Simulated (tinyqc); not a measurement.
Capture against depth of the level: configuration-coordinate model of carrier capture at a defect.

Two parabolas of equal curvature k in one coordinate Q: with the carrier free at the band edge, U_f = k Q^2/2; with the carrier trapped, U_t = k (Q - dQ)^2/2 - ET. ER = k dQ^2/2, Huang-Rhys factor S = ER/hw, hw = 0.0646541 sqrt(k/M) eV for k in eV/angstrom^2 and M in u. The curves cross at a height Eb = (ER - ET)^2/(4 ER) above the free minimum.

Multiphonon factor for giving p = ET/hw phonons to the lattice: W = exp(-S (2 nb + 1)) ((nb + 1)/nb)^(p/2) I_p(x), nb = 1/(exp(hw/kT) - 1), x = 2 S sqrt(nb (nb + 1)), I_p the modified Bessel function. Classical limit: W = hw exp(-Eb/kT)/sqrt(4 pi ER kT). At T = 0: exp(-S) S^p/Gamma(p + 1).

Constants: kB = 8.617333262e-05 eV/K.

Inputs chosen for the exercise (out of a larger set: of the size met at a deep level in Si; not measured data): ER = 0.13 eV (relaxation energy); hw = 0.038 eV (phonon energy of the mode); T = 200 K (temperature).

ET is varied at fixed ER, hw and T, as by moving the band edge with alloying or pressure.

Against ET:
```
ET/ER  ET (eV)  Eb (eV)  log10 W  log10 W, classical
0.10     0.013   0.0263   -1.171              -1.308
0.25     0.033   0.0183   -0.994              -1.106
0.50     0.065   0.0081   -0.803              -0.850
0.75     0.098   0.0020   -0.717              -0.696
1.00     0.130   0.0000   -0.716              -0.645
1.25     0.163   0.0020   -0.786              -0.696
1.50     0.195   0.0081   -0.916              -0.850
2.00     0.260   0.0325   -1.328              -1.464
3.00     0.390   0.1300   -2.619              -3.921
```

What does the comparison show?

Capture is fastest at ET/ER = 1 among these rows, where the barrier vanishes or nearly so. The classical form is symmetric about ET = ER; the quantum one gives -0.80 at 0.5 and -0.92 at 1.5, against -0.85 for both. At ET = 3 ER it lies 1.3 decades above the classical value: deep levels capture by emitting many phonons, and the rate falls with depth by 9.9 decades per eV between the last two rows. Rows deeper than the gap of the host are formal.

Run: tinyqc, `OMP_NUM_THREADS=1 python tinyqc.py 1481973 1481974 out.jsonl`; Intel(R) Xeon(R) Processor @ 2.30GHz, one thread, shared host; about 0.01 s of CPU time with all checks.
